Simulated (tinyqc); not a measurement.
Inside a calculation. Method: tight binding, kagome lattice. One step of it, computed by the program tinyqc.

Problem. Levels at K. Diagonalise the Hermitian matrix.

H(k) at K (eV):
```
,A,B,C
A,0.000000,-0.940000+1.299038i,-0.940000-1.299038i
B,-0.940000-1.299038i,0.000000,-0.940000+1.299038i
C,-0.940000+1.299038i,-0.940000-1.299038i,0.000000
```

Give: eigenvalues; weights |c|^2 of the basis functions.

Solution.

eigenvalues (eV): -1.8800  -1.3100  3.1900

weights |c|^2 of the basis functions:
```
,band 1,band 2,band 3
A,0.3333,0.3333,0.3333
B,0.3333,0.3333,0.3333
C,0.3333,0.3333,0.3333
```
